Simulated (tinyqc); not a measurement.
# A spin-degenerate level with charging energy between two leads, rate equations: two studies

States 0, up, down and 2 with energies 0, e1 - Ez/2, e1 + Ez/2 and 2 e1 + U. mu_L = +V/2, mu_R = -V/2 (meV), f(x) = 1/(1 + exp(x/kB T)). A transition that adds one electron of given spin at the energy E has the rate G f(E - mu) from each lead, and its reverse G [1 - f(E - mu)]. I counts electrons leaving the left lead, times q.

Parameters, values chosen for the exercise: charging energy of the second electron U = 4.7 meV; tunnel rate to the left lead GL = 0.17 1/ns; tunnel rate to the right lead GR = 2 1/ns; temperature T = 3.1 K; Zeeman splitting Ez = 0 meV.

Constants: q = 1.602176634e-19 C, kB = 1.380649e-23 J/K, Vt = kB T/q. Results are converted to the units shown.

Each table varies one quantity; the others keep the values above.

## Shape of a conductance peak

Transition energies: 0-up e1 - Ez/2, 0-down e1 + Ez/2, up-2 e1 + U + Ez/2, down-2 e1 + U - Ez/2. dp/dt = W p; W_ji is the rate from state i to j, and each column sums to zero. Steady state: W p = 0 with sum p = 1. I = q GL sum over transitions i-j of [fL p_i - (1 - fL) p_j]. The conductance is dI/dV at V = 0; the last column divides it by q^2 GL GR/((GL + GR) 4 kB T), the peak of one spinless level.

Results:

| e1 (meV) | dI/dV (nS) | mean number | scaled |
|---|---|---|---|
| -1.069 | 1.672 | 0.9909 | 0.07118 |
| -0.855 | 3.605 | 0.9800 | 0.1534 |
| -0.641 | 7.480 | 0.9566 | 0.3184 |
| -0.427 | 14.35 | 0.9082 | 0.6110 |
| -0.214 | 23.78 | 0.8167 | 1.012 |
| 0 | 31.32 | 0.6667 | 1.333 |
| 0.214 | 30.68 | 0.4730 | 1.306 |
| 0.641 | 13.24 | 0.1536 | 0.5634 |
| 0.855 | 6.802 | 0.07534 | 0.2896 |
| 1.069 | 3.256 | 0.03528 | 0.1386 |

Estimate the missing row, e1 = 0.427 meV.

Computed row:

| e1 (meV) | dI/dV (nS) | mean number | scaled |
|---|---|---|---|
| 0.427 | 22.51 | 0.2880 | 0.9581 |

With this row back in the table: The conductance peaks at e1 = 0 meV among the rows, with the scaled height 1.33. For U >> kB T the 0-1 peak lies at e1 = +(kB T/2) ln 2 = 0.0926 meV, with the height 8/(1 + sqrt 2)^2 = 1.373: two spin states on one side of the transition and one state on the other shift and raise it.

## Effect of unequal tunnel rates

Same model as above.

Here e1 = 1.175 meV, Ez = 0 and V = +/- 7.05 mV, so that only the 0-1 transitions lie in the window.

Result of one run:

| GR (1/ns) | I at +V (pA) | I at -V (pA) | \|I(+V)/I(-V)\| | (GL + 2 GR)/(2 GL + GR) |
|---|---|---|---|---|
| 3 | 48.92 | -26.49 | 1.847 | 1.847 |

What becomes of these results when the tunnel rate to the right lead GR is changed from 3 to 0.0087 1/ns, all else the same?

Result of the changed run:

| GR (1/ns) | I at +V (pA) | I at -V (pA) | \|I(+V)/I(-V)\| | (GL + 2 GR)/(2 GL + GR) |
|---|---|---|---|---|
| 0.0087 | 1.359 | -2.529 | 0.5375 | 0.5374 |

The whole series:

| GR (1/ns) | I at +V (pA) | I at -V (pA) | \|I(+V)/I(-V)\| | (GL + 2 GR)/(2 GL + GR) |
|---|---|---|---|---|
| 0.0087 | 1.359 | -2.529 | 0.5375 | 0.5374 |
| 0.02 | 3.026 | -5.187 | 0.5834 | 0.5833 |
| 0.047 | 6.616 | -9.697 | 0.6822 | 0.6822 |
| 0.11 | 13.32 | -15.36 | 0.8667 | 0.8667 |
| 0.25 | 23.08 | -20.33 | 1.136 | 1.136 |
| 0.57 | 34.12 | -23.70 | 1.439 | 1.440 |
| 1.3 | 43.18 | -25.57 | 1.689 | 1.689 |
| 3 | 48.92 | -26.49 | 1.847 | 1.847 |

The ratio of the two currents rises from 0.537 to 1.85 and differs from the last column by at most 0.013 %. An empty dot can be filled with either spin but a filled one empties in one way, so I = 2 q G_in G_out/(2 G_in + G_out): the current is larger when the slower junction is the entrance.

Range of the model: Rate equations need hbar G well below kB T; cotunnelling and the Kondo effect are left out.

Numbers from tinyqc (`OMP_NUM_THREADS=1 python tinyqc.py 2780036 2780037 out.jsonl`; about 0.01 s on one thread of a shared Intel Xeon 2.30GHz).
